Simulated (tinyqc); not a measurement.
Worked calculation: defect equilibria of an oxide against oxygen pressure (mass action). Computed by tinyqc, a small Python program that keeps every step. Command: `OMP_NUM_THREADS=1 python tinyqc.py 3003630 3003631 out.jsonl brouwer walk`. One thread of a shared host (Intel(R) Xeon(R) Processor @ 2.30GHz), about 0.01 s of CPU time with the checks. Intermediate numbers are printed to about 6 digits and carried at full precision; extremes and crossings named in words are read from the listed rows.

Defects: oxygen vacancies V (charge +2), electrons n, holes p, the ionic partner X = V_M'' (charge -2). Activities are taken equal to concentrations.

Inputs (values chosen for the exercise, for a model oxide):
```
quantity                           value             unit
reduction enthalpy H_r              3.08               eV
prefactor K_r0                   4.6e+70  cm^-9 atm^(1/2)
gap E_g                              3.5               eV
prefactor N_c N_v                2.5e+41            cm^-6
disorder enthalpy H_s               2.15               eV
prefactor K_s0                     1e+45            cm^-6
dopant density N_d                     0            cm^-3
temperature T                       1000                K
oxygen pressure P                  4e-16              atm
electron mobility mu_n              0.11       cm^2/(V s)
hole mobility mu_p                   1.5       cm^2/(V s)
vacancy diffusion prefactor D_0     0.03           cm^2/s
vacancy migration energy E_m        0.52               eV
```

Ionic disorder: Schottky, oxide MO. Dopant (singly charged, fully ionised): none.

Constants: k_B = 8.617333262e-05 eV/K; e = 1.602176634e-19 C.

## Equilibrium constants

K_r = K_r0 exp(-H_r/k_B T) = [V] n^2 P^(1/2); K_i = N_c N_v exp(-E_g/k_B T) = n p; K_s = K_s0 exp(-H_s/k_B T) = [X] [V].

K_r = 1.38115e+55 cm^-9 atm^(1/2)

K_i = 5.73742e+23 cm^-6

K_s = 1.46042e+34 cm^-6

## Trial electron densities

Neutrality: 2 [V] + p = n + 2 [X]. With n as the unknown, [V] = K_r/(n^2 P^(1/2)), p = K_i/n, [X] = K_s/[V]; the log ratio is ln(positive/negative).

Densities (cm^-3):
```
n                 [V]            p          [X]  log ratio
1.00e+19  6.90575e+24  5.73742e+04  2.11478e+09    14.1384
1.00e+20  6.90575e+22  5.73742e+03  2.11478e+11     7.2307
1.00e+21  6.90575e+20  5.73742e+02  2.11478e+13     0.3229
1.00e+22  6.90575e+18  5.73742e+01  2.11478e+15    -6.5848
1.00e+23  6.90575e+16  5.73742e+00  2.11478e+17   -13.4926
```

## Solution at the given pressure

The root is found by 60 bisections in ln n between n = 1e-10 and 1e25 cm^-3.

n = 1.11365e+21 cm^-3

[V] = 5.56823e+20 cm^-3

p = 515.192 cm^-3

[X] = 2.62277e+13 cm^-3

The largest terms give the Brouwer balance 2 [V] = n; the smaller of the two terms is 100 % of the total charge of one sign. Caution: one of n, p, [V] and [X] is above 2e20 cm^-3, near 1 % of the sites of a usual oxide, where defects associate and the ideal mass-action laws fail. Caution: the carrier density is near sqrt(N_c N_v), where the carriers are degenerate and n p = K_i fails.

## Conductivities

sigma_n = e n mu_n, sigma_p = e p mu_p, sigma_ion = 2 e [V] mu_V with mu_V = 2 e D/(k_B T) and D = D_0 exp(-E_m/k_B T); only the oxygen vacancies carry ionic current, and the ionic transport number is sigma_ion over the total.

sigma_n = 19.6268 S/cm

sigma_p = 1.23814e-16 S/cm

sigma_ion = 0.297544 S/cm

total conductivity = 19.9244 S/cm

ionic transport number = 0.0149337

The conductor is mainly n-type electronic here.

## Brouwer diagram

The slope is d log n / d log P from this row and the one above; the last column names the largest term on each side. Pressures that give more than 3e21 cm^-3 are left out.

Log10 of the densities in cm^-3:
```
log10 P (atm)        n      [V]        p      [X]  slope of n    balance
-16            21.1471  20.8461  2.61163  13.3184           -  2 [V] = n
-12            20.4804  20.1794  3.27829  13.9851   -0.166667  2 [V] = n
-8             19.8138  19.5127  3.94496  14.6517   -0.166667  2 [V] = n
-4             19.1470  18.8461  4.61167  15.3183   -0.166677  2 [V] = n
0              18.4795  18.1812  5.27921  15.9832   -0.166886  2 [V] = n
```

Regimes: 2 [V] = n from log P = -16 to 0, where that balance predicts a slope of -1/6 and the table comes as close as -0.167. Rows with n or p near or above sqrt(N_c N_v) are degenerate, and n p = K_i is then only nominal.

## Conductivity against oxygen pressure

The formulas are those given above.

Log10 of the conductivities in S/cm:
```
log10 P (atm)    n-type    p-type     ionic     total  ionic transport number
-16             1.39319  -16.0076  -0.42611   1.39973               0.0149337
-12             0.72653  -15.3409  -1.09277   0.73306               0.0149337
-8              0.05986  -14.6742  -1.75943   0.06639               0.0149339
-4             -0.60685  -14.0075  -2.42602  -0.60031               0.0149380
0              -1.27439  -13.3400  -3.09093  -1.26782               0.0150275
```

The ionic transport number stays at or below about 0.015: no electrolytic window. The total has no minimum inside this range.

Checks made by the program: the three mass-action laws (relative difference below 1e-10).
